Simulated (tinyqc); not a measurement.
From results back to parameters: k.p values derived from sp3s* tight binding at Gamma. Four cases, with inputs chosen for the exercise.

Problem. The electron mass obeys m0/m = A + Ep/EG, where A gathers the direct term and the higher bands, and Ep = P^2/c with c = hbar^2/2m0, P = (a/4)(sa pc Vsapc + sc pa Vscpa). The mass comes from a hidden Vscpa (s cation, p anion); sa, sc are the anion and cation parts of S+, the upper s level at Gamma, and pa, pc those of P-, the lower p level (P+ is the upper one).

Constants: hbar^2/2m0 = 3.80998211 eV angstrom^2.

Find: Ep; Vscpa.

Method. Ep = (m0/m - A) EG gives |P|; both terms of P have the sign of sc pa, and the linear relation gives Vscpa. A is held fixed, though its part from P+ also depends on Vscpa.

Case 1.

Values chosen (out of a larger set: near a published set for GaAs, fitted to gaps, whose masses and valley positions are rough; not measured data): a = 5.648 angstrom (lattice constant); Vsapc = 4.477 eV (s anion, p cation).

m = 0.1152548 m0
A = -1.54481
EG = 1.501851 eV

sa, sc, pa, pc: 0.544663  -0.838655  0.883963  -0.467557

Solution.

Ep = 15.35 eV
Vscpa = 5.77 eV

Case 2.

Values chosen (out of a larger set: near a published set for InAs, fitted to gaps, whose masses and valley positions are rough; not measured data): a = 6.06 angstrom (lattice constant); Vsapc = 3.026 eV (s anion, p cation).

m = 0.0317772 m0
A = -1.52802
EG = 0.436857 eV

sa, sc, pa, pc: 0.490760  -0.871295  0.897001  -0.442029

Solution.

Ep = 14.42 eV
Vscpa = 5.42 eV

Case 3.

Values chosen (out of a larger set: near a published set for AlAs, fitted to gaps, whose masses and valley positions are rough; not measured data): a = 5.659 angstrom (lattice constant); Vsapc = 5.091 eV (s anion, p cation).

m = 0.2976056 m0
A = -1.60871
EG = 3.058701 eV

sa, sc, pa, pc: 0.533272  -0.845944  0.886317  -0.463079

Solution.

Ep = 15.20 eV
Vscpa = 5.50 eV

Case 4.

Values chosen (out of a larger set: near a published set for SiC, fitted to gaps, whose masses and valley positions are rough; not measured data): a = 4.358 angstrom (lattice constant); Vsapc = 9.443 eV (s anion, p cation).

m = 0.5828129 m0
A = -2.72483
EG = 5.984685 eV

sa, sc, pa, pc: 0.656118  -0.754658  0.819878  -0.572538

Solution.

Ep = 26.58 eV
Vscpa = 9.19 eV

Computed by tinyqc, one run a case: `OMP_NUM_THREADS=1 python tinyqc.py N N+1 out.jsonl` with N = 1452543, 1452545, 1452549, 1452560; one thread of a shared Intel(R) Xeon(R) Processor @ 2.30GHz, about 0.01 s a run at most.
